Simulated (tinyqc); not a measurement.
Raman shift of the zone-centre optical phonon of a diamond-structure crystal under stress: one step, computed by the program tinyqc. Command: `OMP_NUM_THREADS=1 python tinyqc.py 3031578 3031579 out.jsonl ramanstress walk`. One thread of a shared host (Intel(R) Xeon(R) Processor @ 2.30GHz), about 0.01 s of CPU time with the checks.

Axes x, y, z are the cube axes. Strain shifts the threefold optical mode and can split it; p, q and r are the phonon deformation potentials.

Problem. Heating mistaken for stress. A temperature above 300 K shifts the line by (d omega/dT)(T - 300 K); divided by the shift per stress it poses as a stress; the total shift adds it to the shift of the observed line. The anti-Stokes to Stokes ratio is [(omega_L + omega_0)/(omega_L - omega_0)]^3 exp(-h c omega_0/(k_B T)) in photon counts, omega_L = 1/wavelength, resonance effects left out.

Inputs (values chosen for the exercise, for a model crystal): unstrained frequency omega_0 = 221 1/cm; temperature coefficient d omega/dT = -0.01 1/(cm K); local temperature T = 330 K; laser wavelength = 532 nm.

Stress state: uniaxial. Axis: [110].

shift per stress = -0.3157481 1/(cm GPa)

shift of the observed line = 0.1199843 1/cm

Constants: h = 6.62607015e-34 J s; c = 299792458 m/s; k_B = 1.380649e-23 J/K.

Give: thermal shift; apparent stress from heating; total shift; anti-Stokes/Stokes ratio.

Solution.

thermal shift = -0.3 1/cm

apparent stress from heating = 0.9501 GPa

total shift = -0.1800 1/cm

anti-Stokes/Stokes ratio = 0.4094
